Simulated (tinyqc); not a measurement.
# Charge stability of a double quantum dot, constant-interaction model with a charge sensor, step by step

tinyqc, about 0.01 s, one thread, Intel Xeon 2.30GHz (shared host): `OMP_NUM_THREADS=1 python tinyqc.py 2470047 2470048 out.jsonl` Printed values are rounded.

Capacitance matrix C = [[C1, -Cm], [-Cm, C2]], C1 = G1 + X1 + Cm + L1, C2 = G2 + X2 + Cm + L2. Gate charges n1 = (G1 V1 + X1 V2)/q, n2 = (X2 V1 + G2 V2)/q. The state (N1, N2) has U = (1/2) d^T E d with d = (N1 - n1, N2 - n2) and E = q^2 C^(-1). Leads at 0 V; no tunnel coupling, spin or level spacing. The sensor reads s1 <N1> + s2 <N2>.

Parameters, values chosen for the exercise:

| symbol | value | unit | meaning |
|---|---|---|---|
| G1 | 5.4 | aF | gate 1 to dot 1 |
| G2 | 7.1 | aF | gate 2 to dot 2 |
| X1 | 0.76 | aF | gate 2 to dot 1 |
| X2 | 2 | aF | gate 1 to dot 2 |
| Cm | 6.2 | aF | between the dots |
| L1 | 26 | aF | dot 1 to leads and ground |
| L2 | 37 | aF | dot 2 to leads and ground |
| s1 | 0.8 |  | sensor weight of dot 1 |
| s2 | 0.3 |  | sensor weight of dot 2 |
| T | 1 | K | temperature |
| V1 | 47.3 | mV | voltage of gate 1 |
| V2 | -4.39 | mV | voltage of gate 2 |

Constants: q = 1.602176634e-19 C, kB = 1.380649e-23 J/K, Vt = kB T/q. Results are converted to the units shown.

## Charging energies and lever arms

E = q^2 C^(-1) holds EC1, EC2 on the diagonal and ECm off it; the lever arms are A = C^(-1) [[G1, X1], [X2, G2]] (row: dot, column: gate).

C (aF):
```
       1     2
1  38.36  -6.2
2   -6.2  52.3
```

E (meV):
```
         1        2
1  4.25828  0.50481
2  0.50481  3.12328
```

lever arms (eV/V):
```
          1         2
1  0.149823  0.042570
2  0.056002  0.140802
```

gate charges: n1 1.57338, n2 0.39591

ECm is 13.8 % of the geometric mean of EC1 and EC2.

## Energies and occupation of the charge states

U for N1, N2 = 0, 1, 2; p is proportional to exp(-U/kB T), normalised over these nine states.

```
state  U (meV)         p
(0,0)  5.82997  0.000000
(0,1)  5.36083  0.000000
(0,2)  8.01498  0.000000
(1,0)  1.05936  0.002602
(1,1)  1.09503  0.001720
(1,2)  4.25398  0.000000
(2,0)  0.54702  0.993802
(2,1)  1.08750  0.001877
(2,2)  4.75125  0.000000
```

mean charges: <N1> 1.99568, <N2> 0.00360
sensor signal = 1.59762

The ground state is (2,0), 0.512 meV (5.95 kB T) below (1,0).

## Triple points

The states (0,0), (1,0), (0,1) meet where E n = (EC1/2, EC2/2), and (1,1), (1,0), (0,1) where E n = (EC1/2 + ECm, EC2/2 + ECm); the gate voltages follow from n.

gate charges:
```
                      n1        n2
electron point  0.449336  0.427375
hole point      0.550664  0.572625
```

gate voltages (mV):
```
                     V1      V2
electron point  12.4688  6.1318
hole point      15.1189  8.6629
```

distance between the points = 3.66471 mV

The line between the two points is the (1,0)-(0,1) transition, where an electron moves from dot to dot.
